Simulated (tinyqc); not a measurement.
Koster-Slater impurity in a tight-binding band, by Green functions and by supercells: one step, computed by the program tinyqc. Command: `OMP_NUM_THREADS=1 python tinyqc.py 3013842 3013843 out.jsonl kosterslater walk`. One thread of a shared host (Intel(R) Xeon(R) Processor @ 2.30GHz), about 0.04 s of CPU time with the checks.

One orbital per site, e(k) = -2 t sum cos(k_i) over 2 direction(s), band from -4 t to 4 t, lattice constant 1. One site has the extra energy U. Spin is left out.

Question. The level in the supercell. In a periodic cell of N sites along each direction with Bloch vector K, the level solves 1/U = N^-d sum_k 1/(E - e(k)), k_i = (2 pi m_i + K_i)/N, m_i = 0..N-1; the outermost root on the side of U is taken (bisection). d is the number of directions. Gamma means K_i = 0, the zone corner K_i = pi, the quarter point K_i = pi/2. The error is measured against the isolated level E_b.

Inputs (values chosen for the exercise, for a model band): hopping t = 0.85 eV; impurity potential U = -2.18 eV; supercell edge N = 2 sites.

Lattice: square.

level E_b = -3.582527 eV

Give: level at Gamma; level at the corner; level at the quarter point; error at Gamma; width between Gamma and the corner.

Answer.

level at Gamma = -4.2137 eV

level at the corner = -2.18 eV

level at the quarter point = -3.3449 eV

error at Gamma = -0.63122 eV

width between Gamma and the corner = 2.0337 eV

Images turn the level into a band 2.03 eV wide; the quarter point misses the isolated level by 0.24 eV, against -0.63 eV at Gamma.
